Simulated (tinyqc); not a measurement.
Tunnelling through a gate dielectric, WKB transmission and Tsu-Esaki current: one step of the calculation.

Electrons leave the emitter at x = 0. Energies E (motion across the layers) are in eV from the emitter Fermi level; the collector Fermi level lies at -V and offers states at every E. No charge in the dielectric and no image force: F1 = V/t1, U = phi1 - F1 x. With C = hbar^2/(2 m0), kappa = sqrt(m (U - E)/C) where U > E and 0 elsewhere; T(E) = exp(-S), S = 2 times the integral of kappa over x.

Problem. WKB exponent by the midpoint rule. Cut each layer into nc equal cells, take U and kappa at the cell centres, and sum S = 2 sum kappa h.

Values chosen for this exercise; dielectric values close to those of silicon dioxide: barrier of layer 1 above the emitter Fermi level at zero bias phi1 = 3.24 eV; tunnelling mass of layer 1 m1 = 0.5 m0; thickness of layer 1 t1 = 1.7 nm; voltage across the dielectric V = 0.8 V; energy of the electron followed E = 0.11 eV; cells in each layer nc = 7.

Constants: q = 1.602176634e-19 C, hbar = 1.054571817e-34 J s, m0 = 9.1093837015e-31 kg, hbar^2/(2 m0) = 0.0380998212 eV nm^2. Results are converted to the units shown.

Wanted: x; U; kappa; S; T(E).

Solution.

| cell | x (nm) | U (eV) | kappa (1/nm) |
|---|---|---|---|
| 0 | 0.121 | 3.183 | 6.350 |
| 1 | 0.364 | 3.069 | 6.231 |
| 2 | 0.607 | 2.954 | 6.110 |
| 3 | 0.850 | 2.840 | 5.986 |
| 4 | 1.093 | 2.726 | 5.859 |
| 5 | 1.336 | 2.611 | 5.730 |
| 6 | 1.579 | 2.497 | 5.597 |

S = 20.33
T(E) = 1.477e-9

Computed by the program tinyqc: `OMP_NUM_THREADS=1 python tinyqc.py 2540171 2540172 out.jsonl`, one thread of a shared Intel Xeon 2.30GHz, about 0.06 s for the whole run.
